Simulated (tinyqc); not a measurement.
## Thickness from two neighbouring fringes

Problem. At normal incidence a transparent film with an index between those of air and substrate, taken as constant, has reflectance minima at 2 n1 d = (m + 1/2) lam (small phase shifts at the substrate neglected). Find d and the order m of the shorter wavelength.

Parameters, values chosen for the exercise:
- n1 = 1.452 (index of the transparent film)

wavelengths of two neighbouring reflectance minima (nm): 556  641.53846

Solution. Neighbouring orders differ by one: 2 n1 d (1/lam1 - 1/lam2) = 1.

d = 1.44e3 nm
m = 7

tinyqc, about 0.3 s, one thread, Intel Xeon 2.30GHz (shared host): `OMP_NUM_THREADS=1 python tinyqc.py 2870214 2870215 out.jsonl`
